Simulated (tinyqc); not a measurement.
Delta-doped layer in the Thomas-Fermi potential, step by step. Values are carried at full precision from step to step, so a last printed digit may differ when a step is redone from the rounded ones.

All donors ionised in the plane z = 0, zero temperature, energies from the Fermi level EF of the Thomas-Fermi model, which lies at the bulk band edge; c = hbar^2/2m0, q = e^2/(4 pi eps0). gv = 1 equivalent valley, m_d = sqrt(m3^3/mz) in the plane. With n = (gv/3 pi^2)(m3 (-V)/c)^(3/2) and V'' = -(4 pi q/eps) n for z > 0, the solution is V = -b/(|z| + z0)^4 with sqrt(b) = 20/K, K = (4 pi q/eps)(gv/3 pi^2)(m3/c)^(3/2), and z0^5 = 4b/(e F0), e F0 = 2 pi q N/eps; 1e13/cm^2 = 1e-3/angstrom^2. Exchange and correlation are left out.

Constants: hbar^2/2m0 = 3.80998211 eV angstrom^2; e^2/(4 pi eps0) = 14.39964547 eV angstrom.

Inputs chosen for the exercise (near those of a delta-doped layer in GaAs; not measured data): m3 = 0.067 m0 (density-of-states mass of a valley); mz = 0.067 m0 (mass along z); eps = 13 (dielectric constant); N = 0.19 x 1e13/cm^2 (donor sheet density).

## The Thomas-Fermi well

Give K, b, e F0, z0 and the depth b/z0^4.

K = 0.0010963 eV^(-1/2) angstrom^-2
b = 3.3282e+08 eV angstrom^4
e F0 = 0.0013223 eV/angstrom
z0 = 251.53 angstrom
depth = 0.0832 eV

Half of the electrons lie within |z| < (2^(1/5) - 1) z0 = 37.4 angstrom. The mean donor spacing in the plane is 72.5 angstrom, against a Bohr radius 0.529177 eps/m3 = 102.7 angstrom: the spacing is not small against it, so the smeared sheet is a crude model.

## Profile

V = -b/(|z| + z0)^4, n and the share of electrons beyond |z|, (z0/(|z| + z0))^5, at z = 0, 0.1, 0.25, 0.5, 1 and 2 times z0; n = (eps/(4 pi q)) 20 b/(|z| + z0)^6, q = e^2/(4 pi eps0), 1/angstrom^3 = 1e24/cm^3.

Profile:
```
z (angstrom)   V (eV)  n (1e19/cm^3)  share beyond
0.0           -0.0832          0.189         1.000
25.2          -0.0568          0.107         0.621
62.9          -0.0341         0.0495         0.328
125.8         -0.0164         0.0166         0.132
251.5         -0.0052        0.00295         0.031
503.1         -0.0010       0.000259         0.004
```

## Subbands

Subbands solve -(c/m_z) psi'' + V psi = E psi on 1280 points of spacing z0/80; up to ten levels for each group, kept if bound with an rms width below 2.5 z0.

List the bound levels with their rms width.

Subbands:
```
label  valleys g  m_d (m0)   E (eV)  rms z (angstrom)
0              1    0.0670  -0.0465              40.9
1              1    0.0670  -0.0149             110.3
2              1    0.0670  -0.0055             203.1
3              1    0.0670  -0.0013             398.6
```

The lowest level lies 44 % of the way up the well, and 1 follows 32 meV higher.

## Filling the subbands

At zero temperature n_i = g m_d (mu - E_i)/(2 pi c) for E_i < mu, c = hbar^2/2m0; find mu from sum n_i = N (1e13/cm^2 = 1e-3/angstrom^2).

mu = -0.0001 eV

n_i in the order of the list (1e13/cm^2): [0.130, 0.042, 0.015, 0.003]

4 subbands filled in part, the lowest with 68 % of the electrons. The potential was built for a Fermi level at 0; filling its quantised levels puts mu 0.1 % of the depth below that, which shows how nearly the two pictures agree.

## Estimate from a V-shaped well

Near z = 0 the well is -depth + e F0 |z|, whose levels are a (c (e F0)^2/m_z)^(1/3) with a = 1.018793 (even) and 2.338107 (odd); c = hbar^2/2m0, m_z = mz.

levels 0 and 1 (eV): [-0.0360, 0.0252]

Level 0 comes out 11 meV too high, since screening flattens the true well away from the plane, and level 1 lands above the rim at 0.

## Checks

- Integral of the Thomas-Fermi density against N, 1e13/cm^2: both 0.1900.
- Lowest level on a finer grid (z0/200), eV: both -0.047.

(tinyqc, `OMP_NUM_THREADS=1 python tinyqc.py 1281568 1281569 out.jsonl`, Intel(R) Xeon(R) Processor @ 2.30GHz, 1 thread, shared host, about 0.05 s.)
